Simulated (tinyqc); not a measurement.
Comparisons within one model: Stoner model of a band ferromagnet. A value that a table varies takes the place of the one given here.

Density of states per atom and spin: flat with a rise to the top, D(e) = (M/W) [1 - sp + 4 sp (e/W + 1/2)^3]. Levels e -/+ I m/2 for up and down spin, m = n_up - n_down, n_up + n_down = nd. At zero temperature e(N) is the energy below which N states lie, and E(m) = sum over spins of integral e D de - I m^2/4.

Parameters, chosen for this exercise: W = 5 eV (band width, e from -W/2 to W/2); M = 5 (states per atom and spin); nd = 9.37 (electrons per atom); sp = 0.49 (shape parameter); I = 0.4 eV (Stoner parameter).

## Moment against the Stoner parameter

Lowest state for each I.

Results:
```
I (eV)  I D(EF)  m (muB)  E - E(0) (meV)
0.26      0.603    0.000             0.0
0.35      0.812    0.000             0.0
0.39      0.905    0.000             0.0
0.44      1.020    0.630            -0.8
0.48      1.113    0.630            -4.8
0.54      1.252    0.630           -10.8
0.65      1.508    0.630           -21.7
0.78      1.809    0.630           -34.6
```

A moment first appears at I = 0.44 eV of those listed, where I D(EF) = 1.020. It is saturated at 0.630 from I = 0.44 eV on. Between that row and the one before it m goes from zero to saturation; the table does not show whether the onset is abrupt.

## Moment against band filling

Rigid band, I fixed: a Slater-Pauling curve.

Results:
```
nd   I D(EF)  m (muB)  m_max
3.0    0.313    0.000    3.0
4.0    0.401    0.000    4.0
5.0    0.498    0.000    5.0
6.0    0.597    0.000    4.0
6.5    0.646    0.000    3.5
7.0    0.696    0.000    3.0
7.5    0.746    0.000    2.5
8.0    0.795    0.000    2.0
8.5    0.844    0.000    1.5
9.0    0.892    0.000    1.0
9.5    0.940    0.000    0.5
```

No listed filling is magnetic. No listed filling is saturated.

## What moves the moment

Lowest state for each case. Each row changes one parameter from the base and keeps the others.

Results:
```
case          I D(EF)  m (muB)  E - E(0) (meV)
base            0.928    0.000             0.0
W = 4.6 eV      1.008    0.630            -0.3
I = 0.432 eV    1.002    0.630            -0.1
nd = 9.07       0.899    0.000             0.0
sp = 0.59       1.043    0.630            -1.6
```

The largest shifts from the base row, up to three for each result and ties (the steps differ in size, so this ranks the rows, not the parameters). I D(EF): sp +0.115, W +0.081, I +0.074. m (muB): W +0.630, I +0.630, sp +0.630; unchanged at the printed digits by nd. E - E(0) (meV): sp -1.6, W -0.3, I -0.1; unchanged at the printed digits by nd.

(tinyqc, `OMP_NUM_THREADS=1 python tinyqc.py 1680284 1680285 out.jsonl`, Intel(R) Xeon(R) Processor @ 2.30GHz, 1 thread, shared host, about 0.1 s.)
